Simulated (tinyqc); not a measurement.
Small-signal admittance of a forward-biased p+-n diode: one step of the calculation.

Holes injected into a neutral base of width wb with an ohmic contact at its end; low injection, p0 far above the equilibrium density. A small voltage v exp(i w t), w = 2 pi f, modulates the edge density by p0 v/Vt, and the small-signal density obeys Dp d2p/dx2 = (1/tau + i w) p.

Question. Closed-form admittance. L = sqrt(Dp tau); direct current J = (q Dp p0/L) coth(wb/L); k = sqrt(1 + i w tau)/L; diffusion admittance Y = (q Dp p0/Vt) k coth(k wb) = G + i w C_diff; junction capacitance C_j = sqrt(q eps0 eps_r Nd/(2 Vr)) in the depletion approximation, with the remaining barrier Vr = Vt ln(Na/p0), a rough value under forward bias; base-width modulation is left out.

Values chosen for this exercise; permittivity close to that of silicon: temperature T = 350 K; relative permittivity eps_r = 11.7; donor density of the base Nd = 4.5e15 cm^-3; hole diffusion coefficient Dp = 10 cm^2/s; hole lifetime tau = 8e-8 s; width of the neutral base wb = 0.98 um; excess hole density at the junction edge p0 = 1.8e13 cm^-3; acceptor density of the p+ side Na = 6e18 cm^-3; signal frequency f = 7.3e8 Hz.

Constants: q = 1.602176634e-19 C, kB = 1.380649e-23 J/K, Vt = kB T/q, eps0 = 8.8541878128e-14 F/cm where lengths are in cm. Results are converted to the units shown.

Wanted: L; J; k wb; Y; C_diff; C_j.

Answer.

L = 8.9443 um
J = 0.29545 A/cm^2
k wb = 1.4861+1.4821i
Y = 13.344+12.834i S/cm^2
C_diff = 0.0027980 uF/cm^2
C_j = 0.031203 uF/cm^2

G is 1.36 times its low-frequency value J/Vt, and C_diff is 0.0897 times C_j.

Program tinyqc, `OMP_NUM_THREADS=1 python tinyqc.py 2890139 2890140 out.jsonl`; Intel Xeon 2.30GHz, shared host, one thread, about 0.01 s.
